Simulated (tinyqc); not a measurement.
Inside a calculation. Model: long-channel MOSFET, surface-potential model.

Numbers from tinyqc (`OMP_NUM_THREADS=1 python tinyqc.py 2360048 2360049 out.jsonl`; about 0.04 s on one thread of a shared Intel Xeon 2.30GHz). Printed values are rounded.

n-channel transistor on a uniformly doped p-type body, gradual-channel approximation, constant mobility, Boltzmann statistics, full ionisation. Potentials are counted from the neutral body; V is the electron quasi-Fermi potential, Vsb at the source and Vsb + Vds at the drain. Charges are magnitudes per area.

Inputs (values chosen for the exercise); material values close to those of silicon:
```
symbol,value,unit,meaning
T,300,K,temperature
Eg,1.13,eV,band gap
eps_r,11.9,,relative permittivity of the semiconductor
Nc,2.79e19,cm^-3,conduction-band density of states at T
Nv,2.62e19,cm^-3,valence-band density of states at T
Na,4.3e16,cm^-3,acceptor density of the body
eox,3.87,,relative permittivity of the gate insulator
tox,4,nm,insulator thickness
Vfb,-0.68,V,flat-band voltage
mu,200,cm^2/(V s),channel mobility
W,5,um,gate width
L,2,um,gate length
Vsb,0,V,source-body reverse bias
Vgs,0.25,V,gate-source voltage
Vds,0.8,V,drain-source voltage
```

Constants: q = 1.602176634e-19 C, kB = 1.380649e-23 J/K, Vt = kB T/q, eps0 = 8.8541878128e-14 F/cm where lengths are in cm. Results are converted to the units shown.

## Body potential, insulator capacitance and body factor

ni = sqrt(Nc Nv) exp(-Eg/(2 Vt)), Eg in volts; phiF = Vt ln(Na/ni); Cox = eps0 eox/tox; gamma = sqrt(2 q eps0 eps_r Na)/Cox. VT = Vfb + 2 phiF + gamma sqrt(2 phiF + Vsb), m = 1 + gamma/(2 sqrt(2 phiF + Vsb)).

ni = 8.717069e9 cm^-3
phiF = 0.3984162 V
Cox = 0.8566427 uF/cm^2
gamma = 0.1406542 V^0.5
VT = 0.2423880 V
m = 1.078784

## Iteration 1: surface potential at the source by Newton steps

psi at the start (the root without inversion charge) = 0.8057830 V

With V = Vsb: G = psi - Vt + Vt e, e = exp((psi - 2 phiF - Vsb)/Vt); f = Vgs + Vsb - Vfb - psi - gamma sqrt(G); f' = -1 - gamma (1 + e)/(2 sqrt(G)); psi(new) = psi - f/f'.

G = 0.8164784 V
f = -0.002876963 V
f' = -1.187861
psi after iteration 1 = 0.8033610 V

## Iteration 2: surface potential at the source by Newton steps

As before.

G = 0.8107880 V
f = -1.132795e-5 V
f' = -1.178644
psi after iteration 2 = 0.8033514 V

## Course of the iteration: surface potential at the source by Newton steps

Stop when psi changes by less than 1e-10 V, or after 40 iterations.

Course of the iteration:

| iteration | psi (V) | \|change\| (V) |
|---|---|---|
| 1 | 0.8033610 | 2.42e-3 |
| 2 | 0.8033514 | 9.61e-6 |
| 3 | 0.8033514 | 1.43e-10 |
| 4 | 0.8033514 | 0 |

Converged in 4 iterations. The change falls from 0.0024 in the first iteration to below the tolerance in the last.

## Charges and current of the charge-sheet model

psi_0 = 0.8033514 V
psi_L = 0.8057831 V

psi_0 and psi_L solve Vgs + Vsb - Vfb - psi = gamma sqrt(G) at V = Vsb and Vsb + Vds. Qi = Cox gamma [sqrt(G) - sqrt(psi - Vt)], G = psi - Vt + Vt exp((psi - 2 phiF - V)/Vt), at both ends. With U = Vgs + Vsb - Vfb: drift = mu (W/L) Cox [U (psi_L - psi_0) - (psi_L^2 - psi_0^2)/2 - (2/3) gamma ((psi_L - Vt)^1.5 - (psi_0 - Vt)^1.5)]; diffusion = mu (W/L) Vt (Qi0 - QiL).

Qi0 = 2.249094 nC/cm^2
QiL = 9.064507e-14 nC/cm^2
drift current = 0.001367244 uA
diffusion current = 0.02907179 uA
drain current = 0.03043903 uA

Drift carries 4.49 % of the current. The drain end is pinched off: its charge is under 1 % of that at the source.

## Inversion charge along the channel

| point | V (V) |
|---|---|
| 0 | 0 |
| 1 | 0.1 |
| 2 | 0.2 |
| 3 | 0.3 |
| 4 | 0.4 |
| 5 | 0.5 |
| 6 | 0.6 |
| 7 | 0.7 |
| 8 | 0.8 |

The surface potential psi at channel potential V solves Vgs + Vsb - Vfb - psi = gamma sqrt(G), G = psi - Vt + Vt exp((psi - 2 phiF - V)/Vt). Charge sheet: Qi = Cox gamma [sqrt(G) - sqrt(psi - Vt)]. Pao-Sah: Qi = (Cox gamma/2) integral from 3 Vt to psi of exp((u - 2 phiF - V)/Vt)/sqrt(G(u, V)) du.

| point | psi (V) | Qi, charge sheet (nC/cm^2) | Qi, Pao-Sah (nC/cm^2) |
|---|---|---|---|
| 0 | 0.8033514 | 2.249094 | 2.288326 |
| 1 | 0.8057269 | 0.05197472 | 0.05288294 |
| 2 | 0.8057819 | 0.001088626 | 0.001107650 |
| 3 | 0.8057831 | 2.274962e-5 | 2.314716e-5 |
| 4 | 0.8057831 | 4.753882e-7 | 4.836956e-7 |
| 5 | 0.8057831 | 9.933959e-9 | 1.010755e-8 |
| 6 | 0.8057831 | 2.075852e-10 | 2.112127e-10 |
| 7 | 0.8057831 | 4.337807e-12 | 4.413610e-12 |
| 8 | 0.8057831 | 9.064507e-14 | 9.222909e-14 |

At the source the charge-sheet charge is 1.7 % below the Pao-Sah one.

## Pao-Sah current by Simpson's rule

I = mu (W/L) integral of Qi dV; Simpson's rule on the 9 points, step Vds/8, weights 1, 4, 2, ..., 4, 1 times step/3.

Pao-Sah current = 0.04170277 uA

Gauss-Legendre quadrature on many points gives 0.03110 uA, so this value is 34 % above it; the charge-sheet current, 0.03044 uA, is 2.1 % below it.
